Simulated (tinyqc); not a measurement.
Inside a calculation. Method: geometry optimisation on the RHF/sto-6g surface (energies and gradients from PySCF), for BeH+, spin multiplicity 1. Computed by tinyqc, a small Python program that keeps every step (integrals from PySCF). Settings: charge = 1, multiplicity = 1, basis = sto-6g, optimiser = bfgs, first Hessian = 0.6, largest step = 0.5, iteration cap = 30. Command: `OMP_NUM_THREADS=1 python tinyqc.py 24741 24742 out.jsonl` (the two numbers bound the seeds that draw the settings). One thread of a shared host (Intel(R) Xeon(R) Processor @ 2.60GHz), about 0.4 s of CPU time with the checks.

## Step 1: energy and gradient

positions at the start (bohr):
```
            x         y         z
1Be  0.000000  0.000000  0.000000
2H   0.000000  0.000000  2.645617
```

Self-consistent energy and analytic gradient at these positions.

energy = -14.82035932 hartree

gradient (hartree/bohr):
```
              x           y            z
1Be  0.00000000  0.00000000  -0.02990832
2H   0.00000000  0.00000000   0.02990832
```

## Step 1: move

Quasi-Newton step p = -H^(-1) g (first H = 0.6 times the unit matrix); steps longer than 0.5 bohr are cut back.

positions after step 1 (bohr):
```
            x         y         z
1Be  0.000000  0.000000  0.049847
2H   0.000000  0.000000  2.595769
```

## Step 2: energy and gradient

As before.

energy = -14.82250035 hartree

gradient (hartree/bohr):
```
              x           y            z
1Be  0.00000000  0.00000000  -0.01245154
2H   0.00000000  0.00000000   0.01245154
```

## Step 2: move

inverse Hessian in use (bohr^2/hartree), lower triangle:
```
          1         2          3         4         5         6
1  1.666667
2  0.000000  1.666667
3  0.000000  0.000000   2.261065
4  0.000000  0.000000   0.000000  1.666667
5  0.000000  0.000000   0.000000  0.000000  1.666667
6  0.000000  0.000000  -0.594399  0.000000  0.000000  2.261065
```

Quasi-Newton step p = -H^(-1) g (the inverse Hessian comes from BFGS updates; coordinates in the order x, y, z of each atom); steps longer than 0.5 bohr are cut back.

positions after step 2 (bohr):
```
            x         y         z
1Be  0.000000  0.000000  0.085402
2H   0.000000  0.000000  2.560214
```

## Step 3: energy and gradient

As before.

energy = -14.82287250 hartree

gradient (hartree/bohr):
```
              x           y            z
1Be  0.00000000  0.00000000   0.00233579
2H   0.00000000  0.00000000  -0.00233579
```

## Step 3: move

inverse Hessian in use (bohr^2/hartree), lower triangle:
```
          1         2          3         4         5         6
1  1.666667
2  0.000000  1.666667
3  0.000000  0.000000   2.035543
4  0.000000  0.000000   0.000000  1.666667
5  0.000000  0.000000   0.000000  0.000000  1.666667
6  0.000000  0.000000  -0.368876  0.000000  0.000000  2.035543
```

As before.

positions after step 3 (bohr):
```
            x         y         z
1Be  0.000000  0.000000  0.079786
2H   0.000000  0.000000  2.565831
```

## Convergence

Stop when the largest gradient component is below 3e-5 hartree/bohr. The inverse Hessian follows the BFGS update with s = step, y = change of gradient.

Course of the optimisation:

| step | E (hartree) | largest gradient (hartree/bohr) |
|---|---|---|
| 1 | -14.82035932 | 2.99e-02 |
| 2 | -14.82250035 | 1.25e-02 |
| 3 | -14.82287250 | 2.34e-03 |
| 4 | -14.82288476 | 1.42e-04 |
| 5 | -14.82288481 | 1.49e-06 |

Final distances (angstrom):

| pair | distance |
|---|---|
| 2H-1Be | 1.315217 |

Converged in 5 steps.
